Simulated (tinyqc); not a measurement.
Thin (001) film in sp3s* tight binding with raised dangling bonds: sweeps and comparisons. A value that a table varies takes the place of the one given here.

Planes alternate anion (a), cation (c) along [001], a/4 apart, starting with an anion; zero in-plane momentum; levels counted from the bulk Ev, the lower root of [[Epa, Vxx], [Vxx, Epc]]; no spin-orbit coupling. Block of s, pz, s*: from an anion to the cation above, Vss/2 (s,s), Vsapc/2 (s,z), -Vscpa/2 (z,s), Vxx/2 (z,z), Vxapc/2 (s*,z), -Vpaxc/2 (z,s*); to the cation below the same with the s-z and s*-z signs reversed. Block of u = (px + py)/sqrt2 and v = (px - py)/sqrt2: to the cation above (Vxx + Vxy)/2 for u and (Vxx - Vxy)/2 for v, to the cation below the reverse. Each surface atom has two dangling sp3 hybrids; raising both by dl adds (dl/2) [[1, t], [t, 1]] to its s, pz levels (t = -1 at the bottom face, +1 at the top) and dl to the one of u, v in whose plane the missing bonds lie (v for a bottom anion or a top cation, u for a top anion).

Inputs chosen for the exercise (near a published set for AlAs, fitted to gaps, whose masses and valley positions are rough; not measured data): p = (-7.511, 0.986, -1.163, 3.592, 7.46, 6.72, -6.687, 1.876, 4.309, 5.114, 5.506, 4.513, 4.994) eV (order Esa, Epa, Esc, Epc, Exa, Exc, Vss, Vxx, Vxy, Vsapc, Vscpa, Vxapc, Vpaxc); Nw = 18 (planes in the thicker film); a = 5.664 angstrom (lattice constant); dp = 30 eV (value of dl for the passivated films); Ns = (6, 11, 15, 16, 23, 34, 43, 67) (numbers of planes).

## States in the gap of a film

edges (eV): Gamma 3.06016, Delta 2.26674

Levels between 0 and the lower bulk edge, the largest weight on the two outer planes of both faces among them, and the nearest levels outside, for several shifts dl.

Film of Nw planes:
```
dl (eV)  levels in the gap              at (eV)  surface weight  next above (eV)  next below (eV)
0                        3  0.046, 0.981, 1.356            0.86           2.2904          -0.0705
1                        3  0.334, 1.850, 1.954            0.89           2.2912          -0.0705
2                        1                0.743            0.68           2.2837          -0.0705
3                        1                1.229            0.74           2.2887          -0.0705
5                        1                2.215            0.71           2.2895          -0.0705
10                       0                    -               -           2.2896          -0.0705
30                       0                    -               -           2.2897          -0.0705
100                      0                    -               -           2.2897          -0.0705
```

Can the levels of the bare film be read as confined subbands?

No: with bare surfaces (dl = 0) 3 levels lie in the bulk gap, with up to 86 % of the weight on the four outer planes, two a face, where an even spread gives 22 %; these are dangling-bond states, not subbands. The reruns show the bulk gap clear from dl = 10 eV on, and at dl = 30 eV the next level above lies 0.0 meV from its value at 100 eV.

## Gap against thickness

Passivated films (finite dp, so levels can still be some meV from their limit), thickness N a/4. Highest level below mid-gap (either block) and the two lowest above it. The exponents are -d ln(shift)/d ln N between the sixth and the last film, for the valence level and for the lowest conduction level.

Levels (eV):
```
N   thickness (angstrom)      Ev1     Ec1     Ec2     gap
6                   8.50  -0.3578  2.5738  2.8064  2.9316
11                 15.58  -0.1796  2.3294  2.4589  2.5089
15                 21.24  -0.1070  2.2980  2.3518  2.4050
16                 22.66  -0.0857  2.2948  2.3452  2.3804
23                 32.57  -0.0504  2.2852  2.2887  2.3356
34                 48.14  -0.0232  2.2760  2.2779  2.2992
43                 60.89  -0.0158  2.2726  2.2739  2.2885
67                 94.87  -0.0068  2.2693  2.2697  2.2761
```

exponents: valence 1.82, conduction 1.87

How do the results move?

The gap is 2.932 eV at 8.5 angstrom and 2.276 eV at 94.9, against 2.267 eV in the bulk along this line. At 16 planes the conduction side gives 28 meV of the widening and the valence side 86 meV. A hard-walled parabolic band has exponent 2; departures come from the offset between N a/4 and the effective width, from non-parabolicity and from the termination (odd and even N end differently: in the direction of the bond rows at the two faces and, in a compound, in the kind of atom), which also makes single steps in N uneven. Ec1 and Ec2 come from the neighbourhood of X.

## What each change does

A film of Nw planes with shift dp: highest level below mid-gap (half the lower bulk edge) and the two lowest above. Each row changes one parameter from the base and keeps the others.

Results:
```
case        Ev1 (eV)  Ec1 (eV)  Ec2 (eV)
base         -0.0705    2.2897    2.3203
Nw = 19      -0.0709    2.2883    2.3077
dp = 60 eV   -0.0705    2.2897    2.3204
```

What does this show?

The largest shifts from the base row, up to three for each result and ties (the steps differ in size, so this ranks the rows, not the parameters). Ev1 (eV): Nw -0.0004; unchanged at the printed digits by dp. Ec1 (eV): Nw -0.0014; unchanged at the printed digits by dp. Ec2 (eV): Nw -0.0126, dp +0.0001. An odd change of Nw also changes which atoms end the film, so levels need not move as thickness alone would move them; the row for dp shows how far the passivation is from converged.

Computed by tinyqc, a small Python program: `OMP_NUM_THREADS=1 python tinyqc.py 1451336 1451337 out.jsonl` (the numbers bound the seed that draws the inputs); one thread of a shared host (Intel(R) Xeon(R) Processor @ 2.30GHz), about 0.4 s for the whole set of steps.
